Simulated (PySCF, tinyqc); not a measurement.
Inside a calculation. Method: CCSD on RHF in the sto-3g basis, for H3-, spin multiplicity 1. The basis has no diffuse functions, so it cannot describe the extra electron: this is an exercise in the method, not the real anion. The lowest restricted solution is unstable here: a spin-polarised one lies 0.0023 hartree lower (PySCF). One step of it, computed by the program tinyqc.

Problem. CCSD: starting amplitudes. t_ij^ab = <ij||ab> / (e_i + e_j - e_a - e_b), whose energy is MP2.

orbital energies (hartree): MO1 -0.123352, MO2 0.332517, MO3 0.906330

Two-electron integrals over orbitals (pq|rs), unique and non-zero (hartree):
```
(11|11) 0.558029    (21|11) -0.000101   (21|21) 0.136782    (22|11) 0.501385
(22|21) 0.000130    (22|22) 0.582847    (31|11) 0.057064    (31|21) 0.000059
(31|22) -0.075100   (31|31) 0.146840    (32|11) 0.000088    (32|21) -0.120761
(32|22) -0.000129   (32|31) -0.000054   (32|32) 0.121557    (33|11) 0.558573
(33|21) -0.000087   (33|22) 0.491577    (33|31) 0.088018    (33|32) 0.000082
(33|33) 0.596998
```

Give: Starting amplitudes; correlation energy.

Solution.

Starting amplitudes (spin orbitals 1a, 1b, ...; amplitudes related by a flip of all spins are not repeated):
```
from      to         t
2a 2b  3a 3b   -0.1059
1a 1b  3a 3b   -0.0713
1a 2b  3a 3b  3.39e-05
```

correlation energy = -0.023345 hartree
